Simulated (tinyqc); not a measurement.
Dispersion: Heisenberg magnet: exchange from energy differences, ordering vector, linear spin waves and ordering temperature. Computed by tinyqc, a small Python program. Command: `OMP_NUM_THREADS=1 python tinyqc.py 3028487 3028488 out.jsonl magnon walk`. One thread of a shared host (Intel(R) Xeon(R) Processor @ 2.30GHz), about 0.08 s of CPU time with the checks.

H = -sum over pairs <ij> J_ij S_i.S_j - K sum_i (S_i^z)^2, each pair once, J > 0 ferromagnetic. First neighbours: 12 at a (0.5, 0.5, 0), second: 6 at a (1, 0, 0), with all permutations and signs.

Inputs (values chosen for the exercise, for a model magnet):
```
quantity                  value      unit
exchange J1               0.337       meV
exchange J2              -0.073       meV
spin S                      2.5         -
single-ion anisotropy K  0.0016       meV
lattice constant a         5.51  angstrom
```

Lattice: fcc. Order: ferromagnetic.

Method:
- g_s(q) = sum over shell s of cos(q.R), z1 = g1(0). E(q) = S [J(0) - J(q)] + (2S - 1) K, J(q) = J1 g1 + J2 g2. The factor 2S - 1 removes the anisotropy for S = 1/2.
- sum R_x^2 over the shells is s1 = 2 a^2 and s2 = 2 a^2. E = gap + D q^2 with D = (S/2)(J1 s1 + J2 s2) and gap = (2S - 1) K.
- J(q) = J1 g1(q) + J2 g2(q), g_s(q) = sum over shell s of cos(q.R).

gap = 0.0064 meV

stiffness D = 20.0377 meV angstrom^2

Energies (meV); X = (1, 0, 0), L = (0.5, 0.5, 0.5) in 2 pi/a:
```
line  fraction of the way    E(q)  gap + D q^2
G-X                  0.10   0.267        0.267
G-X                  0.25   1.616        1.635
G-X                  0.50   6.016        6.520
G-X                  0.75  11.147       14.663
G-X                  1.00  13.486       26.062
G-L                  0.10   0.200        0.202
G-L                  0.25   1.166        1.228
G-L                  0.50   3.966        4.892
G-L                  0.75   6.767       10.999
G-L                  1.00   7.926       19.548
```

What follows from these numbers?

At the end of the G-X rows the long-wave form is 1.93 times the true energy. At the end of the G-L rows the long-wave form is 2.47 times the true energy. It holds to 5 % in 3 of the ten rows; nearer the zone boundary the cosine flattens the band.
